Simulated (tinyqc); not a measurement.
Charge neutrality of a doped semiconductor with incomplete ionisation. Changing the donor density N_D. Computed by tinyqc, a small Python program. Command: `OMP_NUM_THREADS=1 python tinyqc.py 3018125 3018126 out.jsonl dopant sweep`. One thread of a shared host (Intel(R) Xeon(R) Processor @ 2.30GHz), about 0.05 s of CPU time with the checks.

Energies are counted from the top of the valence band; E_D is measured down from the conduction band and E_A up from the valence band.

Inputs (values chosen for the exercise, modelled on GaP):
```
quantity,value,unit
gap at 0 K E_g0,2.34,eV
Varshni alpha,0.000586,eV/K
Varshni beta,372,K
electron mass m_e,0.507,m_0
valleys M_c,3,-
hole mass m_h,0.781,m_0
donor depth E_D,0.104,eV
donor degeneracy g_D,2,-
static dielectric constant eps_s,10.8,-
temperature T,300,K
iteration cap,60,-
```

Doping: n-type. Statistics of the bands: Fermi-Dirac. Solver: Newton steps on the logarithm. Start of Newton steps: intrinsic level E_i.

Constants: m_0 = 9.1093837015e-31 kg; k_B = 1.380649e-23 J/K; h = 6.62607015e-34 J s; k_B = 8.617333262e-05 eV/K.

Method:
- E_g = E_g0 - alpha T^2/(T + beta).
- N_c = 2 M_c (2 pi m_e k_B T/h^2)^(3/2) and N_v = 2 (2 pi m_h k_B T/h^2)^(3/2), masses in units of m_0.
- n_i = sqrt(N_c N_v) exp(-E_g/(2 k_B T)); E_i = E_g/2 + (k_B T/2) ln(N_v/N_c).
- n = N_c F_1/2((E_F - E_g)/k_B T), p = N_v F_1/2(-E_F/k_B T).
- F_1/2(eta) = (2/sqrt(pi)) int_0^infinity sqrt(x)/(1 + exp(x - eta)) dx, by the trapezoid rule in t = sqrt(x) with step 0.02 up to t = 12 (for eta < -12 by exp(eta) - exp(2 eta)/2^(3/2)).
- N_D+ = N_D/(1 + g_D exp((E_F - E_g + E_D)/k_B T)).
- Neutrality: p + N_D+ = n + N_A-; the log ratio is ln[(p + N_D+)/(n + N_A-)].
- Newton steps from the start named, with the slope from a central difference of 1e-6 eV; the function is the log ratio y = ln[(p + N_D+)/(n + N_A-)]; the bracket -0.3 to E_g + 0.3 eV is narrowed by the sign of y at each step, and a step that would leave it is replaced by its midpoint; stop when |log ratio| < 1e-9.

One run for each value:
```
donor density N_D (cm^-3),majority density n (cm^-3),ionised share of the donors,distance of E_F from the majority band edge (eV),minority density p (cm^-3)
1.00e+16,9.6195e+15,0.96195,0.20543,4.9856e-16
3.20e+16,2.8629e+16,0.89466,0.17722,1.6748e-16
1.00e+17,7.6142e+16,0.76142,0.15192,6.2932e-17
3.20e+17,1.8260e+17,0.57063,0.12927,2.6205e-17
1.00e+18,3.8562e+17,0.38562,0.10988,1.2376e-17
3.20e+18,7.6569e+17,0.23928,0.09202,6.2023e-18
1.00e+19,1.4304e+18,0.14304,0.07564,3.2914e-18
3.20e+19,2.6277e+18,0.08212,0.05951,1.7641e-18
1.00e+20,4.6717e+18,0.04672,0.04395,9.6633e-19
```

What does the table show, and why?

Over the rows, majority density n (cm^-3) rises from 9.62e15 to 4.67e18 (exponent d ln y / d ln x 0.94 between the first rows and 0.50 between the last); ionised share of the donors falls from 0.962 to 0.0467 (exponent d ln y / d ln x -0.062 between the first rows and -0.50 between the last); distance of E_F from the majority band edge (eV) falls from 0.205 to 0.0440 (exponent d ln y / d ln x -0.13 between the first rows and -0.27 between the last). At the low end the exponent of majority density n is 0.94, close to 1: n is proportional to N_D, as under full ionisation and also in freeze-out with slight compensation. At the high end the exponent of majority density n is 0.50, close to 0.50: the exponent of weak ionisation without compensation, n = sqrt(n1 N_D). At the low end the exponent of minority density p is -0.94, close to -1: mass action, with a majority density proportional to N_D. The ionised share drops below one half once E_F passes E_g - E_D - k_B T ln g_D, between 3.20e17 and 1.00e18 cm^-3.

Caution (rows 3.20e19, 1.00e20): N^(1/3) a is above 0.2 for the radius a = e^2/(8 pi eps_0 eps_s E) of the dopant: near the Mott value, 0.26, the level broadens, and above it the level has merged with the band and all dopants are ionised, so such results of a fixed depth are only formal.

Extremes, crossings and ranges named in words are read from the listed rows.
